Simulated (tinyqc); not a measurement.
Finite-size error of a charged defect in a periodic cell: Madelung and Makov-Payne terms. Changing the width sigma of the defect charge. Computed by tinyqc, a small Python program. Command: `OMP_NUM_THREADS=1 python tinyqc.py 3002767 3002768 out.jsonl imagecharge sweep`. One thread of a shared host (Intel(R) Xeon(R) Processor @ 2.30GHz), about 0.07 s of CPU time with the checks.

L is the cube root of the cell volume. The defect charge is a Gaussian, rho(r) = q (2 pi sigma^2)^(-3/2) exp(-r^2/2 sigma^2), repeated periodically in a uniform neutralising background and screened by a continuum. The model cell energy is E(L) = E_0 + [periodic - isolated electrostatic energy].

Inputs (values chosen for the exercise, with screening close to that of InP): charge q = -1 e; cell length L = 18.5 angstrom; dielectric constant eps = 12.6; formation energy of the isolated defect E_0 = 4.684 eV.

Supercell lattice: sc. Screening: isotropic.

Constants: e^2/(4 pi eps_0) = 14.39964548 eV angstrom.

Method:
- Cell vectors: (1,0,0), (0,1,0), (0,0,1), scaled to volume L^3.
- Ewald sum for a unit point charge: scale each Cartesian component of the cell by 1/sqrt(eps_i), giving R', G' and V'; E = [ (1/2) sum erfc(eta R')/R' + (2 pi/V') sum exp(-G'^2/4 eta^2)/G'^2 - eta/sqrt(pi) - pi/(2 V' eta^2) ] e^2/(4 pi eps_0) / sqrt(eps_x eps_y eps_z), over n_i = -6..6, omitting n = (0,0,0), eta = 2/V'^(1/3). alpha = -2 E eps_g L/(e^2/(4 pi eps_0)), eps_g = (eps_x eps_y eps_z)^(1/3).
- Periodic energy of the Gaussian: (2 pi q^2/V) sum_(G != 0) exp(-sigma^2 G^2)/(G.eps.G) x e^2/(4 pi eps_0), n_i = -k..k with k = max(9, L/sigma rounded up). Isolated energy: q^2/(2 sqrt(pi) sigma) <1/(n.eps.n)> e^2/(4 pi eps_0), the mean over directions n, here 1/eps.

One run for each value; columns: (1) width sigma of the defect charge (angstrom); (2) finite-size error (eV); (3) isolated energy (eV); (4) point-charge correction -q^2 E (eV):
```
(1)         (2)      (3)       (4)
0.70  -0.087081  0.46055  0.087636
0.88  -0.086758  0.36635  0.087636
1.10  -0.086264  0.29308  0.087636
1.40  -0.085414  0.23028  0.087636
2.20  -0.082147  0.14654  0.087636
2.80  -0.078746  0.11514  0.087636
3.50  -0.073778  0.09211  0.087636
```

Give the missing row, width sigma of the defect charge (angstrom) = 1.80.

Computed row; columns: (1) width sigma of the defect charge (angstrom); (2) finite-size error (eV); (3) isolated energy (eV); (4) point-charge correction -q^2 E (eV):
```
(1)         (2)      (3)       (4)
1.80  -0.083962  0.17910  0.087636
```

Interpolating between the two neighbouring rows (linearly) misses most in isolated energy (eV), by 5.2 %. Over the rows, finite-size error (eV) rises from -0.0871 to -0.0738 (exponent d ln y / d ln x -0.016 between the first rows and -0.29 between the last); isolated energy (eV) falls from 0.461 to 0.0921 (exponent d ln y / d ln x about -1.0 throughout); point-charge correction -q^2 E (eV) does not change. The exponent of isolated energy stays at -1: the self-energy goes as 1/sigma. The true error shrinks from 99 % to 84 % of the point-charge term as the charge spreads: a delocalised charge needs less correction.
